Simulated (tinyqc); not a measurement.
Berg model of reactive sputtering of a nitride or oxide: poisoning, hysteresis and pumping speed: one step, computed by the program tinyqc.

A diatomic gas reacts with bare metal on the target and on the collecting surfaces; ions remove metal and compound from the target. theta_t and theta_c are the compound fractions.

Task: Steady state at the pressure P. Ion flux j = J/e; gas flux F = P/sqrt(2 pi M k_B T). Target: (2/z) alpha F (1 - theta_t) = j Y_c theta_t. Sputtered flows F_c = j Y_c theta_t A_t, F_m = j Y_m (1 - theta_t) A_t. Collector: (2/z) alpha F (1 - theta_c) A_c + F_c (1 - theta_c) = F_m theta_c. Gas use Q = alpha F [(1 - theta_t) A_t + (1 - theta_c) A_c] + P S/(k_B T); 1 sccm = 4.4780e17 molecules/s. Rate R = F_m + F_c, given relative to j Y_m A_t.

Inputs (values chosen for the exercise, close to those used for tantalum nitride):
```
quantity,value,unit
ion current density J,8.4,mA/cm^2
target area A_t,240,cm^2
collecting area A_c,2700,cm^2
metal yield Y_m,0.49,-
compound yield Y_c,0.2,-
sticking coefficient alpha,0.31,-
reactive atoms per metal atom z,1,-
gas mass M,28,u
pumping speed S,47,l/s
gas temperature T,300,K
reactive partial pressure P,0.0033,Pa
```

Constants: e = 1.602176634e-19 C; u = 1.6605390666e-27 kg; k_B = 1.380649e-23 J/K.

Give: ion flux j; gas flux F; theta_t; theta_c; gas use; total flow Q; rate relative to clean metal.

Result:

ion flux j = 5.243e+16 1/(cm^2 s)

gas flux F = 9.487e+15 1/(cm^2 s)

theta_t = 0.3594

theta_c = 0.8095

gas use (sccm): target 1.010, collector 3.378, pump 0.084

total flow Q = 4.471 sccm

rate relative to clean metal = 0.7873

The target is partly covered. The film is 81.0 % compound.
